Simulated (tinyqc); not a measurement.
Epitaxial growth on a vicinal surface: Burton-Cabrera-Frank step flow, step-edge barrier and island nucleation: one step, computed by the program tinyqc.

Adatoms land at rate F, hop on a square grid (a simplification for hexagonal faces), desorb, or join steps. Lengths are in units of a and n is the adatom coverage. Steps ascend at x = 0 and descend at x = l.

Task: Scales. D = nu exp(-E_d/(k_B T)) (a^2/s, nu counted per direction); tau = exp(E_a/(k_B T))/nu; x_s = sqrt(D tau); n_eq = exp(-E_f/(k_B T)); terrace width l = h/(a tan(miscut)); Schwoebel length l_s = exp(E_s/(k_B T)) - 1. Temperatures in kelvin are T(C) + 273.15.

Inputs (values chosen for the exercise, close to those used for GaAs(001)): site spacing a = 4 angstrom; step height h = 2.83 angstrom; diffusion barrier E_d = 1.3 eV; desorption energy E_a = 2.58 eV; adatom formation energy E_f = 0.872 eV; step-edge barrier E_s = 0.27 eV; attempt frequency nu = 1 THz; miscut angle = 8 degrees; temperature T = 640 C.

Constants: k_B = 8.617333262e-05 eV/K.

Give: D; lifetime tau; diffusion length x_s; equilibrium coverage n_eq; terrace width l; Schwoebel length l_s.

Result:

D = 66858 a^2/s

lifetime tau = 173.5 s

diffusion length x_s = 3406 a

equilibrium coverage n_eq = 1.539e-05

terrace width l = 5.034 a

Schwoebel length l_s = 29.91 a

l/x_s = 0.00148: nearly every adatom reaches a step.
